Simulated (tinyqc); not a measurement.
Finnis-Sinclair potential for a bcc metal: fit to cohesion and elasticity, then vacancy, surfaces and structure: one step, computed by the program tinyqc. Command: `OMP_NUM_THREADS=1 python tinyqc.py 3111021 3111022 out.jsonl fsfit walk`. One thread of a shared host (Intel(R) Xeon(R) Processor @ 2.30GHz), about 0.01 s of CPU time with the checks.

E = (1/2) sum V(r) - A sqrt(rho), rho = sum phi(r), phi = (r - d)^2 for r < d, V = (r - c)^2 (c0 + c1 r + c2 r^2) for r < c. In bcc the 8 first neighbours lie at sqrt(3) a/2 and the 6 second at a; both cut-offs lie below the third shell; Omega = a^3/2; E is per atom and z the number of atoms in a shell. The four constants A, c0, c1, c2 are fitted to E_c, zero pressure, B and C12 - C44 alone, so C44 and C11 - C12 are not matched singly; defects are unrelaxed.

Problem. Unrelaxed vacancy. E_v = -A sum_shells z [sqrt(rho - phi(r)) - sqrt(rho)] - (1/2) sum z V(r): the neighbours lose one bond each, and the atom is put back in the bulk.

Inputs (values chosen for the exercise, modelled on vanadium):

| quantity | value | unit |
|---|---|---|
| lattice constant a | 3.04 | angstrom |
| cohesive energy E_c | 5.33 | eV |
| density cut-off d/a | 1.196 | - |
| pair cut-off c/a | 1.266 | - |

c0, c1, c2 (eV/angstrom^2, eV/angstrom^3, eV/angstrom^4): -1.852563  2.214281  -0.550563

A = 1.840191 eV/angstrom

rho = 10.18019 angstrom^2

Give: V at the two shells; phi at the two shells; vacancy energy E_v; E_v/E_c.

Solution.

V at the two shells (eV): 0.2380  -0.1368

phi at the two shells (angstrom^2): 1.006  0.355

vacancy energy E_v = 2.460 eV

E_v/E_c = 0.4616

A pair potential would give E_v = E_c; the square root lowers the ratio to 0.46.
